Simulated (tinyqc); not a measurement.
What each parameter does: three-band (Emery) model of a CuO2 plane downfolded to one band.

Electron picture, d at 0 and the oxygen p orbitals at -D; sx = sin(kx a/2), sy = sin(ky a/2). H = [[0, 2 tpd sx, -2 tpd sy], [., -D, -4 tpp sx sy], [., ., -D]], real and symmetric. The top (antibonding) band crosses the Fermi level.

Inputs chosen for the exercise (out of a larger set: of the size used for cuprate planes; not measured data):

| symbol | value | unit | meaning |
|---|---|---|---|
| D | 2.2 | eV | ed - ep |
| tpd | 1.22 | eV | d-p hopping |
| tpp | 0.57 | eV | p-p hopping |

Top band at (1,1), (1,0) and (1/2,1/2) in pi/a, and its d weight at (1/2,1/2).

Results for these values:

| case | E(1,1) (eV) | E(1,0) (eV) | E(1/2,1/2) (eV) | d weight |
|---|---|---|---|---|
| base | 3.4909 | 1.5765 | 1.9669 | 0.6061 |

What happens to each result for tpd = 1.342 eV, all else kept?

Answer: E(1,1) rises from 3.4909 to 3.8360; E(1,0) rises from 1.5765 to 1.8007; E(1/2,1/2) rises from 1.9669 to 2.2058; d weight falls from 0.6061 to 0.5969.

The same for each parameter in turn:

| case | E(1,1) (eV) | E(1,0) (eV) | E(1/2,1/2) (eV) | d weight |
|---|---|---|---|---|
| base | 3.4909 | 1.5765 | 1.9669 | 0.6061 |
| D = 1.98 eV | 3.6039 | 1.6432 | 2.0559 | 0.5848 |
| tpd = 1.342 eV | 3.8360 | 1.8007 | 2.2058 | 0.5969 |
| tpp = 0.513 eV | 3.3775 | 1.5765 | 1.9226 | 0.6170 |

At (1,0) sy = 0, so tpp does not enter.

Program tinyqc; command `OMP_NUM_THREADS=1 python tinyqc.py 1450795 1450796 out.jsonl`; about 0.05 s on one thread of a shared Intel(R) Xeon(R) Processor @ 2.30GHz.
